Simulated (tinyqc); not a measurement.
Error of the time step: velocity overshoot from momentum and energy balance equations after a field step. Computed by tinyqc, a small Python program. Command: `OMP_NUM_THREADS=1 python tinyqc.py 3018063 3018064 out.jsonl overshoot walk`. One thread of a shared host (Intel(R) Xeon(R) Processor @ 2.30GHz), about 0.03 s of CPU time with the checks.

At t = 0 the field jumps from 0 to F in a uniform sample. v is the drift velocity and u = w - (3/2) k_B T the excess energy per carrier.

Inputs (values chosen for the exercise, modelled on holes in silicon except for tau_E):
```
quantity                      value        unit
effective mass m               0.39         m_0
low-field mobility mu_0         460  cm^2/(V s)
saturation velocity v_s         0.9    1e7 cm/s
energy relaxation time tau_E   0.47          ps
field after the step F           37       kV/cm
lattice temperature T           300           K
time step dt                    3.7          fs
```

Scheme: explicit Euler.

Constants: m_0 = 9.1093837015e-31 kg; e = 1.602176634e-19 C; k_B = 8.617333262e-05 eV/K.

Method:
- dv/dt = e F/m - v/tau_m(u), du/dt = e F v - u/tau_E, tau_m(u) = tau_0/(1 + c u), tau_0 = m mu_0/e, c = mu_0/(e tau_E v_s^2); this choice gives the steady state v (1 + mu_0 F v/v_s^2) = mu_0 F, which saturates at v_s. Steady velocity v = 2 mu_0 F/(1 + sqrt(1 + 4 (mu_0 F/v_s)^2)); u = e F v tau_E; carrier temperature T + 2u/(3 k_B), neglecting the drift energy m v^2/2.
- Step: v_new = v + dt (e F/m - v/tau_m(u)), u_new = u + dt (e F v - u/tau_E). Start v = u = 0; the distance adds dt (v + v_new)/2.
- The peak velocity is recomputed with dt/2 and dt/4 and by an adaptive Runge-Kutta method (tolerance 1e-9).

tau_0 = 102.000 fs

acceleration e F/m = 0.0166862 1e7 cm/s per fs

c = 12.0830 1/eV

steady velocity = 0.692970 1e7 cm/s

Peak velocity:
```
step      v_peak (1e7 cm/s)  error (%)
dt                   1.1383     1.0257
dt/2                 1.1325     0.5059
dt/4                 1.1296     0.2512
adaptive             1.1268     0.0000
```

What does the comparison show, and why?

The explicit scheme puts the peak 1.03 % too high; halving dt divides the error by 2.03, as a first-order method should.

Extremes, crossings and ranges named in words are read from the listed rows.
